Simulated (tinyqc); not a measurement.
Swing curve: thickness of the top film: thin-film optics by transfer matrices.

Indices N = n + i k. Snell: N0 sin(theta) = N_j sin(theta_j), with Im(N_j cos theta_j) >= 0. Admittance y_j = N_j cos theta_j for s and N_j/cos theta_j for p. Phase delta_j = 2 pi N_j cos theta_j d_j/lambda. Layer matrix [[cos delta, -i sin delta/y], [-i y sin delta, cos delta]], multiplied from the top down to M. (B, C) = M (1, y_sub); r = (y0 B - C)/(y0 B + C), R = |r|^2, T = 4 Re y0 Re y_sub/|y0 B + C|^2, absorbed in the films 1 - R - T.

Parameters, chosen for this exercise (indices near those of HfO2, SiO2 on Si; the results hold for these values, not for the real material): lam = 633 nm (vacuum wavelength); n0 = 1 (ambient index); n = (2.076, 1.448, 3.923) (n of HfO2, SiO2, substrate); k = (0, 0, 0.021) (k in the same order); d = (11.3, 6.6) nm (thicknesses, top first); theta = 60 degrees (angle of incidence); pol = s (polarisation).

The first entry of d takes the values listed.

Stack:

| d_1 (nm) | R | T | absorbed |
|---|---|---|---|
| 11.3 | 0.5644 | 0.4356 | 0.0000 |
| 39.3 | 0.3917 | 0.6083 | 0.0000 |
| 67.2 | 0.1160 | 0.8840 | 0.0000 |
| 95.2 | 0.2117 | 0.7883 | 0.0000 |
| 123.1 | 0.4787 | 0.5213 | 0.0000 |
| 151.1 | 0.5890 | 0.4110 | 0.0000 |
| 179.0 | 0.5646 | 0.4354 | 0.0000 |
| 207.0 | 0.3921 | 0.6079 | 0.0000 |
| 235.0 | 0.1156 | 0.8844 | 0.0000 |
| 262.9 | 0.2112 | 0.7888 | 0.0000 |
| 290.9 | 0.4790 | 0.5210 | 0.0000 |
| 318.8 | 0.5889 | 0.4111 | 0.0000 |
| 346.8 | 0.5644 | 0.4356 | 0.0000 |

R swings between 0.1156 and 0.5890 on these points. The period is lambda/(2 Re(N_1 cos theta_1)) = 167.7 nm, six rows. The film does not absorb, so the swing repeats exactly. The swing ratio (max - min)/mean is 1.17.

Program tinyqc; command `OMP_NUM_THREADS=1 python tinyqc.py 1651411 1651412 out.jsonl`; about 0.01 s on one thread of a shared Intel(R) Xeon(R) Processor @ 2.30GHz.
